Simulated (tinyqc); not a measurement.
Stretching all distances: RHF, UHF, MP2, CISD and CCSD against full CI in the sto-3g basis, for H6, spin multiplicity 1. Computed by the program tinyqc with PySCF. All coordinates are multiplied by the scale. c0^2 is the weight of the RHF determinant in the lowest singlet FCI state (UHF is spin-contaminated and may lie near states of higher spin) and n(LUMO) the first natural occupation beyond the occupied space.

Geometry (angstrom):
```
atom,x,y,z
H,0.0000,0.0000,0.0000
H,0.0000,0.0000,0.7140
H,0.0000,0.0000,1.6220
H,0.0000,0.0000,2.3360
H,0.0000,0.0000,3.2440
H,0.0000,0.0000,3.9570
```

Full CI energy (hartree) and errors against it (kcal/mol):
```
scale,distance 1-2 (angstrom),E(FCI),RHF,UHF,MP2,CISD,CCSD,<S^2> UHF,c0^2,n(LUMO)
0.910,0.650,-3.16494,31.697,31.697,8.959,0.441,0.063,0.000,0.975,0.031
1.130,0.807,-3.30916,43.080,43.080,14.315,1.109,0.106,0.000,0.955,0.051
1.360,0.971,-3.28523,59.414,59.414,22.490,2.715,0.191,0.000,0.922,0.082
1.810,1.292,-3.10395,110.879,85.582,49.748,12.625,0.503,1.191,0.797,0.188
2.030,1.449,-3.01669,147.019,74.591,69.152,23.377,0.629,1.855,0.702,0.267
2.260,1.614,-2.94344,191.584,56.092,92.348,39.910,0.584,2.325,0.590,0.366
2.480,1.771,-2.89230,238.435,38.925,114.890,60.187,0.236,2.604,0.485,0.466
```

Estimate the missing row, scale = 1.58.

Computed row:
```
scale  distance 1-2 (angstrom)    E(FCI)     RHF     UHF     MP2   CISD   CCSD  <S^2> UHF   c0^2  n(LUMO)
1.580                    1.128  -3.20340  80.920  79.811  33.710  5.995  0.327      0.273  0.873    0.124
```

UHF parts from RHF first at scale 1.58 of those listed, where <S^2> leaves zero. The weight c0^2 goes from 0.97 to 0.49 and n(LUMO) from 0.03 to 0.47: static correlation grows as the bonds break into open-shell fragments. The spread of the error along the curve, which distorts its shape, is CCSD 0.6, UHF 53.9, CISD 59.7, MP2 105.9, RHF 206.7 kcal/mol.
